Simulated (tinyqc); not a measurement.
From results back to parameters: image-charge renormalisation of a gap near a dielectric or metal. Five cases, with inputs chosen for the exercise.

Problem. A small molecule or defect in vacuum at height z above the image plane of a substrate has both its electron and hole levels stabilised by (e^2/4 pi eps0)(es - 1)/((es + 1) 4 z), so its gap shrinks by twice that. The reduced gap is given.

Constants: e^2/(4 pi eps0) = 14.39964547 eV angstrom.

Case 1.

Values chosen: E0 = 6.09 eV (quasiparticle gap far from the surface); es = 10000 (dielectric constant of the substrate (1e4: a metal)).

gap near the surface = 4.67855 eV

Case 2.

Values chosen: E0 = 8.49 eV (quasiparticle gap far from the surface); es = 11.7 (dielectric constant of the substrate (1e4: a metal)).

gap near the surface = 7.73175 eV

Case 3.

Values chosen: E0 = 3.44 eV (quasiparticle gap far from the surface); es = 25 (dielectric constant of the substrate (1e4: a metal)).

gap near the surface = 2.13686 eV

Case 4.

Values chosen: E0 = 5.4 eV (quasiparticle gap far from the surface); es = 10000 (dielectric constant of the substrate (1e4: a metal)).

gap near the surface = 4.58200 eV

Case 5.

Values chosen: E0 = 4.55 eV (quasiparticle gap far from the surface); es = 10000 (dielectric constant of the substrate (1e4: a metal)).

gap near the surface = 2.87596 eV

Find: reduction; (es - 1)/(es + 1); z.

Solution. z = (e^2/4 pi eps0)(es - 1)/((es + 1) 2 x reduction). Local and hybrid functionals miss this shift, since it is a non-local correlation effect.

Case 1.

reduction = 1.4114 eV
(es - 1)/(es + 1) = 0.9998
z = 5.10 angstrom

Case 2.

reduction = 0.7582 eV
(es - 1)/(es + 1) = 0.8425
z = 8.00 angstrom

Case 3.

reduction = 1.3031 eV
(es - 1)/(es + 1) = 0.9231
z = 5.10 angstrom

Case 4.

reduction = 0.8180 eV
(es - 1)/(es + 1) = 0.9998
z = 8.80 angstrom

Case 5.

reduction = 1.6740 eV
(es - 1)/(es + 1) = 0.9998
z = 4.30 angstrom

Computed by tinyqc, one run a case: `OMP_NUM_THREADS=1 python tinyqc.py N N+1 out.jsonl` with N = 1850411, 1850423, 1850424, 1850436, 1850451; one thread of a shared Intel(R) Xeon(R) Processor @ 2.30GHz, about 0.06 s a run at most.
